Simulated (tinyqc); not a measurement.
Q-state Potts model on a small periodic square lattice: enumeration, Metropolis, heat-bath and Wolff steps: one step, computed by the program tinyqc. Command: `OMP_NUM_THREADS=1 python tinyqc.py 3113266 3113267 out.jsonl potts walk`. One thread of a shared host (Intel(R) Xeon(R) Processor @ 2.30GHz), about 0.04 s of CPU time with the checks.

E = -J x (number of nearest-neighbour bonds with equal states); n x n sites with periodic edges have 2 n^2 bonds. Order parameter m = (q f - 1)/(q - 1), f being the largest share of one state. Sites are numbered row by row from 0. Here q = 3 and n = 3.

Question. Eight single-site steps. Site = floor(r1 n^2). Trial state = (old + 1 + floor(r2 (q - 1))) mod q; it is accepted if r3 < min(1, exp(K db)), db the change in equal bonds.

Inputs (values chosen for the exercise, for a model of domains or grain orientations): temperature T = 419 K.

Update: Metropolis.

start states:
```
   1  2  3
1  2  2  2
2  2  0  1
3  2  2  0
```

random numbers, one row a step:
```
        1       2       3
1  0.8909  0.1286  0.7781
2  0.2128  0.6543  0.7048
3  0.0408  0.0224  0.2364
4  0.1403  0.0515  0.8972
5  0.3016  0.8369  0.1593
6  0.8604  0.3524  0.7575
7  0.4521  0.7933  0.7380
8  0.6646  0.0518  0.2969
```

K = 1.412483

Give: the table «Steps» with the columns old, trial, db, acceptance, new; states afterwards.

Answer.

Steps:
```
site  old  trial  db  acceptance  new
8       0      1   1      1.0000    1
1       2      1  -3      0.0144    2
0       2      0  -4      0.0035    2
1       2      0  -2      0.0593    2
2       2      1   0      1.0000    1
7       2      0  -1      0.2435    2
4       0      2   3      1.0000    2
5       1      2   0      1.0000    2
```

states afterwards:
```
   1  2  3
1  2  2  1
2  2  2  2
3  2  2  1
```
